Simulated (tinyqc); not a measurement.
Input admittance of a MOSFET at zero drain bias: distributed channel and distributed gate: two steps of the calculation.

Source and drain grounded, strong inversion, w = 2 pi f, Cox = eps0 eox/tox. The channel is an RC line of resistance 1/(mu Cox Vo) per square fed from both ends, so one finger has the intrinsic admittance y = i w Cox L tanh(g)/g per width, g = (1/2) sqrt(i w tau), tau = L^2/(mu Vo). The vertical resistance rv/L is in series with y, the overlaps 2 i w Cov in parallel: y_t = 1/(1/y + rv/L) + 2 i w Cov. The gate strip is a line of Rsh/L per length loaded by y_t, so a finger has Y = y_t Wf tanh(k)/k, k = (Wf/sd) sqrt(y_t Rsh/L); the device has Nf Y.

Inputs (values chosen for the exercise); values of the order met in silicon radio-frequency transistors:
- eox = 3.9 (relative permittivity of the gate insulator (close to silicon dioxide))
- tox = 4.2 nm (insulator thickness)
- L = 1.2 um (channel length)
- Wf = 6.1 um (finger width)
- Nf = 1 (number of fingers)
- mu = 380 cm^2/(V s) (channel mobility)
- Vo = 0.57 V (gate overdrive)
- Rsh = 6.4 ohm/square (sheet resistance of the gate)
- rv = 0 ohm um^2 (vertical resistivity of the gate stack)
- sd = 1 (number of ends at which a finger is contacted)
- Cov = 0.21 fF/um (overlap and fringe capacitance on each side)
- f = 7.3 GHz (frequency)

Constants: eps0 = 8.8541878128e-14 F/cm where lengths are in cm. Results are converted to the units shown.

Question 1. Admittance of the channel and stack per width. tau, g, c = Cox L, y and y_t as defined.

Wanted: tau; g; c; y; y_t.

Answer 1.

tau = 66.482 ps
g = 0.61739+0.61739i
c = 9.8661 fF/um
y = 105.12+420.52i uS/um
y_t = 105.12+439.78i uS/um

w tau = 3.05, and Im y is 0.929 of w c.

Question 2. Input impedance of the device. k and Y as defined; Z = 1/(Nf Y) = R + 1/(i w C); Q = |Im Z|/R; signal at the point farthest from a contact |1/cosh k|.

y_t = 105.11629+439.78065i uS/um

Give: k; Nf Y; R; C; Q; signal at the far point.

Answer 2.

k = 0.23515+0.18557i
Nf Y = 0.7128+2.6432i mS
R = 95.112 ohm
C = 61.818 fF
Q = 3.7081
signal at the far point = 0.98904

Numbers from tinyqc (`OMP_NUM_THREADS=1 python tinyqc.py 2262018 2262019 out.jsonl`; about 0.01 s on one thread of a shared Intel Xeon 2.30GHz).
